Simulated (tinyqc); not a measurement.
# Worked calculation: six-transistor SRAM cell, nodal equations and margins

tinyqc, about 0.1 s, one thread, Intel Xeon 2.30GHz (shared host): `OMP_NUM_THREADS=1 python tinyqc.py 2340089 2340090 out.jsonl` Printed values are rounded.

Two cross-coupled inverters (pull-down bn, pull-up bp) hold the nodes Q and QB; access transistors (ba, threshold VTn, gate on the word line at Vdd when selected) join them to the bit lines. Transistor (EKV form, voltages against the body): I = 2 n b Vt^2 [F(vp - Vs) - F(vp - Vd)] from drain to source, F(v) = ln^2(1 + exp(v/(2 Vt))), vp = (Vg - VT + sg |Vd - Vs|)/n. n-channel bodies are at 0; for the p-channel device all voltages are counted down from Vdd. b in uA/V^2 gives I in uA. For an access transistor the bit line is the drain and the node the source. In a read both bit lines are at Vdd. The cell is symmetric (no mismatch).

Inputs (values chosen for the exercise):
- T = 400 K (temperature)
- Vdd = 0.4 V (supply voltage)
- n = 1.23 (slope factor)
- sg = 0.086 (drain-induced barrier lowering)
- VTn = 0.31 V (n-channel threshold)
- VTp = 0.29 V (p-channel threshold (magnitude))
- bn = 390 uA/V^2 (gain factor of the pull-down transistor)
- ba = 320 uA/V^2 (gain factor of the access transistor)
- bp = 200 uA/V^2 (gain factor of the pull-up transistor)

Constants: q = 1.602176634e-19 C, kB = 1.380649e-23 J/K, Vt = kB T/q. Results are converted to the units shown.

## Iteration 1: node voltages in a read by Newton steps

(Q, QB) at the start (V): Q 0.000000, QB 0.400000

F1 = In(gate QB, drain Q) - Ip(gate QB, drain Q) - Ia(bit line, Q), F2 the same with Q and QB exchanged; J by central differences with +/- 1e-6 V; solve J d = -F, limit each component to +/- 0.15 V and add.

F1, F2 (uA): [-2.62396, 0.00165]

J (uS):
```
,Q,QB
F1,72.8856,0.0309
F2,0.0382,20.5014
```

(Q, QB) after iteration 1 (V): Q 0.036001, QB 0.399853

## Iteration 2: node voltages in a read by Newton steps

As before.

F1, F2 (uA): [-0.458531, 0.001625]

J (uS):
```
,Q,QB
F1,48.2864,10.3737
F2,0.1087,14.6004
```

(Q, QB) after iteration 2 (V): Q 0.045536, QB 0.399670

## Course of the iteration: node voltages in a read by Newton steps

Stop when the largest change of (Q, QB) is below 1e-9 V, or after 30 iterations. The rule counts as met only at the stable state with Q low.

Course of the iteration:
```
iteration,Q (V),largest |change| of one entry (V)
1,0.0360011,0.0360
2,0.0455363,9.54e-3
3,0.0461911,6.55e-4
4,0.0461942,3.09e-6
5,0.0461942,7.29e-11
```

Converged in 5 iterations. At the end the number of correct digits about doubles with each step.

## Read current and disturbance

(Q, QB) (V): Q 0.0461942, QB 0.399636

Iread = Ia(bit line at Vdd, source Q); cell ratio bn/ba; time to pull a bit line of 20 fF down by 0.1 V at that current.

Iread = 1.20892 uA
cell ratio = 1.21875
time = 1654.37 ps

The read lifts the low node to 46.2 mV, against a balance point of 202 mV.

## The largest square in the read butterfly

```
point,c (V)
0,0.062
1,0.1
2,0.14
3,0.17
4,0.21
5,0.23
6,0.25
```

f(x) is the node voltage of one half-cell in a read for input x (In - Ip - Ia = 0). Static noise margin: side of the largest square between the curve (x, f(x)) and its mirror image (f(y), y); with h(c) the root x of f(x) - x = c, it is the maximum over c > 0 of h(c) - h(-c) + c.

```
point,h(c) (V),h(-c) (V),side (V)
0,0.190389,0.222439,0.0299506
1,0.185552,0.240073,0.0454796
2,0.179994,0.261245,0.0587485
3,0.174182,0.278254,0.0659280
4,0.161450,0.302043,0.0694074
5,0.151706,0.314393,0.0673129
6,0.139198,0.327079,0.0621190
```

The maximum over c is 69.48 mV, the read margin; with the word line off (no Ia) the same construction gives 140.6 mV.
